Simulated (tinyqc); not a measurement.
Thermionic-field emission through a Schottky barrier, WKB: one step of the calculation.

Metal on an n-type semiconductor with one parabolic valley; V > 0 is forward bias (metal positive). Energies E are counted from the conduction edge of the neutral semiconductor, whose Fermi level lies at -xi; that of the metal lies at -xi - V. The barrier is a parabola of height Vd = phi - xi - V (depletion approximation, no image force).

Problem. Current density on a coarse grid. For E < Vd, ln T(E) = -(Vd/E00) [sqrt(1 - y) - y ln((1 + sqrt(1 - y))/sqrt(y))], y = E/Vd; T(E) = 1 above. J = A* T (q/kB) int_0^infinity T(E) N(E) dE, N = ln[(1 + exp((-xi - E)/Vt))/(1 + exp((-xi - V - E)/Vt))], A* = 4 pi q me m0 kB^2/h^3 (times 1e-4 for A/(cm^2 K^2)). Simpson's rule on nE equally spaced points from 0 to Eb.

Inputs (values chosen for the exercise); band and dielectric values those of a made-up semiconductor:
```
symbol  value  unit                       meaning
T         300     K                   temperature
me      0.462    m0                 electron mass
V        0.12     V                          bias
nE         15           points of the energy grid
Eb       0.57    eV  upper end of the energy grid
```

Constants: q = 1.602176634e-19 C, kB = 1.380649e-23 J/K, h = 6.62607015e-34 J s, m0 = 9.1093837015e-31 kg, Vt = kB T/q. Results are converted to the units shown.

xi = -0.024507072 eV
Vd = 0.68450707 V
E00 = 32.983521 meV

Find: E; T(E); N; T(E) N; J.

Solution.

```
point  E (eV)       T(E)          N     T(E) N
0      0.0000  9.707e-10      1.251   1.214e-9
1      0.0407   2.394e-8     0.4229   1.012e-8
2      0.0814   2.462e-7     0.1038   2.556e-8
3      0.1221   1.796e-6    0.02242   4.026e-8
4      0.1629   1.040e-5   0.004684   4.871e-8
5      0.2036   5.039e-5   9.715e-4   4.895e-8
6      0.2443   2.105e-4   2.012e-4   4.236e-8
7      0.2850   7.733e-4   4.166e-5   3.221e-8
8      0.3257   0.002530   8.624e-6   2.182e-8
9      0.3664   0.007438   1.786e-6   1.328e-8
10     0.4071    0.01977   3.697e-7   7.309e-9
11     0.4479    0.04770   7.653e-8   3.650e-9
12     0.4886     0.1046   1.584e-8   1.657e-9
13     0.5293     0.2082   3.280e-9  6.829e-10
14     0.5700     0.3750  6.791e-10  2.547e-10
```

J = 2.342 A/cm^2

The integrand peaks at E = 0.204 eV among these points, 0.30 of the barrier height.

Range of the model: The depletion approximation, a parabolic band and the neglect of image-force lowering make these currents estimates at high doping.

tinyqc, about 0.06 s, one thread, Intel Xeon 2.30GHz (shared host): `OMP_NUM_THREADS=1 python tinyqc.py 2640160 2640161 out.jsonl`
